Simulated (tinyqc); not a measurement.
Inside a calculation. Model: scattering rates of a carrier in a spherical band by Fermi's golden rule. Computed by tinyqc, a small Python program that keeps every step. Command: `OMP_NUM_THREADS=1 python tinyqc.py 3010658 3010659 out.jsonl scatter walk`. One thread of a shared host (Intel(R) Xeon(R) Processor @ 2.30GHz), about 0.01 s of CPU time with the checks. Intermediate numbers are printed to about 5 digits and carried at full precision; extremes and crossings named in words are read from the listed rows.

All processes here are isotropic or elastic, and the rate listed is the momentum relaxation rate.

Inputs (values chosen for the exercise, for a model non-polar semiconductor): density-of-states mass of one valley m = 0.218 m_0; non-parabolicity alpha = 0.43 1/eV; static permittivity eps_s = 7.28; density rho = 6410 kg/m^3; sound velocity v_l = 7450 m/s; acoustic deformation potential D_A = 11 eV; phonon energy hbar w = 26.3 meV; optical or intervalley deformation potential D_o = 9 1e8 eV/cm; final valleys Z_f = 2; ionised impurity density N_I = 2e+16 1/cm^3; temperature T = 350 K; carrier energy E = 79 meV.

Crystal: non-polar. Band: Kane. Impurity formula: Brooks-Herring. Further scattering: none.

Constants: m_0 = 9.1093837015e-31 kg; e = 1.602176634e-19 C; hbar = 1.054571817e-34 J s; k_B = 8.617333262e-05 eV/K; eps_0 = 8.8541878128e-12 F/m; k_B = 1.380649e-23 J/K; hbar = 6.582119569e-16 eV s.

## The band at energy E

Kane band: hbar^2 k^2/(2 m) = E (1 + alpha E), speed v = hbar k/(m (1 + 2 alpha E)), states per spin, volume and energy g(E) = m k (1 + 2 alpha E)/(2 pi^2 hbar^2); overlap factors are set to 1. Masses are multiplied by m_0 and all formulas are in SI units.

wave number k = 0.68365 1/nm

speed v = 3.3995e+05 m/s

g(E) = 1.0582e+20 1/(eV cm^3)

Non-parabolicity raises g(E) by a factor 1.086 and changes the speed by a factor 0.952 against a parabolic band at the same E.

## Phonon occupation and screening length

Phonon occupation N_q = 1/(exp(hbar w/(k_B T)) - 1). Debye screening by free carriers of density N_I: L_s = sqrt(eps_s eps_0 k_B T/(e^2 N_I)).

N_q = 0.71856

screening length L_s = 24.631 nm

Above the threshold emission is favoured over absorption by (N_q + 1)/N_q = exp(hbar w/k_B T) = 2.39, apart from the density of final states.

## Acoustic phonons

Acoustic deformation potential (elastic, equipartition, absorption and emission together): 1/tau = 2 pi k_B T D_A^2 g(E)/(hbar rho v_l^2).

acoustic rate = 1.6601e+12 1/s

## Optical or intervalley phonons

Optical or intervalley deformation potential: 1/tau = (pi Z_f D_o^2/(rho w)) [N_q g(E + hbar w) + (N_q + 1) g(E - hbar w)], with g = 0 below the band edge.

absorption rate = 2.8695e+12 1/s

emission rate = 4.6031e+12 1/s

Emission is 1.60 times absorption here.

## Ionised impurities

Singly charged impurities, momentum relaxation: 1/tau = N_I e^4 m (1 + 2 alpha E) Phi/(8 pi (eps_s eps_0)^2 hbar^3 k^3), with alpha = 0 for a parabolic band. Brooks-Herring: Phi = ln(1 + b) - b/(1 + b), b = 4 k^2 L_s^2.

b = 1134.3

ionised-impurity rate = 4.3107e+11 1/s

## All rates at E

Rates add: 1/tau_m is the sum, and the mean free path is v tau_m.

Momentum relaxation rates:
```
process             rate (1/s)  share (%)
acoustic            1.6601e+12     17.358
optical absorption  2.8695e+12     30.004
optical emission    4.6031e+12     48.131
ionised impurity    4.3107e+11     4.5073
```

momentum relaxation time tau_m = 104.56 fs

mean free path = 35.546 nm

The largest rate is optical emission (48 %), then optical absorption (30 %).

## Rates against energy

The formulas are those given above.

Momentum relaxation rates (1e12/s) and the total time:
```
E (meV)  acoustic  optical absorption  optical emission  ionised impurity  tau_m (fs)
2.6        0.2781              1.3903             0.000        3.1128e+01       30.49
6.6        0.4450              1.4897             0.000        1.0329e+01       81.54
13.0       0.6288              1.6391             0.000        4.4494e+00      148.87
24.0       0.8644              1.8756             0.000        2.0364e+00      209.36
29.0       0.9552              1.9768             0.988        1.5952e+00      181.30
39.0       1.1194              2.1703             2.167        1.0861e+00      152.84
58.0       1.3923              2.5140             3.493        6.4671e-01      124.29
92.0       1.8151              3.0809             5.209        3.5278e-01       95.62
160.0      2.5587              4.1277             7.952        1.7012e-01       67.53
260.0      3.5782              5.6046            11.553        8.9708e-02       48.02
```

The largest rate is ionised impurity from 2.60 to 24.0, optical absorption from 29.0 to 39.0, optical emission from 58.0 to 260 meV. Crossing hbar w = 26.3 meV opens emission: tau_m goes from 209 to 181 fs between the two rows around it. The impurity rate goes between the last rows as E^-1.32; the acoustic rate follows g(E) and grows by a factor 12.9 over the table (10.0 for a parabolic band). At 2.6, 6.6 meV hbar/tau exceeds E/2, so the golden rule loses its meaning there.

Checks made by the program: Brooks-Herring rate against the angular integral of the screened Coulomb matrix element (relative difference below 1e-10).
